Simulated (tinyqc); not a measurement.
From results to parameters: Luttinger model of the valence bands. Computed by the program tinyqc.

Problem. In the four-band Luttinger model 1/m = g1 -/+ 2 g2 along [100] and g1 -/+ 2 g3 along [111]. Find g1, g2, g3 and the light hole mass along [111].

heavy and light hole masses along [100] (electron masses): 0.141443  0.052770
heavy hole mass along [111] = 0.425532 electron masses

Solution. The mean of the two inverse masses along [100] is g1 and a quarter of their difference is g2; g3 = (g1 - 1/m_hh[111])/2.

g1, g2, g3: 13.010  2.970  5.330
light hole mass along [111] = 0.042 electron masses
